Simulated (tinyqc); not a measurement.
Long-channel MOSFET, surface-potential model: one step of the calculation.

n-channel transistor on a uniformly doped p-type body, gradual-channel approximation, constant mobility, Boltzmann statistics, full ionisation. Potentials are counted from the neutral body; V is the electron quasi-Fermi potential, Vsb at the source and Vsb + Vds at the drain. Charges are magnitudes per area.

Question. Inversion charge along the channel. The surface potential psi at channel potential V solves Vgs + Vsb - Vfb - psi = gamma sqrt(G), G = psi - Vt + Vt exp((psi - 2 phiF - V)/Vt). Charge sheet: Qi = Cox gamma [sqrt(G) - sqrt(psi - Vt)]. Pao-Sah: Qi = (Cox gamma/2) integral from 3 Vt to psi of exp((u - 2 phiF - V)/Vt)/sqrt(G(u, V)) du.

Inputs (values chosen for the exercise); material values close to those of silicon: temperature T = 250 K; flat-band voltage Vfb = -0.65 V; source-body reverse bias Vsb = 0 V; gate-source voltage Vgs = 0.42 V.

Constants: q = 1.602176634e-19 C, kB = 1.380649e-23 J/K, Vt = kB T/q. Results are converted to the units shown.

| point | V (V) |
|---|---|
| 0 | 0 |
| 1 | 0.2 |
| 2 | 0.4 |
| 3 | 0.6 |
| 4 | 0.8 |
| 5 | 1 |
| 6 | 1.2 |

phiF = 0.42795318 V
Cox = 0.28892613 uF/cm^2
gamma = 0.38157725 V^0.5

Wanted: psi; Qi, charge sheet; Qi, Pao-Sah.

Answer.

| point | psi (V) | Qi, charge sheet (nC/cm^2) | Qi, Pao-Sah (nC/cm^2) |
|---|---|---|---|
| 0 | 0.7453 | 0.008240 | 0.008368 |
| 1 | 0.7454 | 7.666e-7 | 7.785e-7 |
| 2 | 0.7454 | 7.124e-11 | 7.235e-11 |
| 3 | 0.7454 | 6.621e-15 | 6.724e-15 |
| 4 | 0.7454 | 6.153e-19 | 6.249e-19 |
| 5 | 0.7454 | 5.718e-23 | 5.808e-23 |
| 6 | 0.7454 | 5.314e-27 | 5.397e-27 |

At the source the charge-sheet charge is 1.5 % below the Pao-Sah one.

Numbers from tinyqc (`OMP_NUM_THREADS=1 python tinyqc.py 2360173 2360174 out.jsonl`; about 0.06 s on one thread of a shared Intel Xeon 2.30GHz).
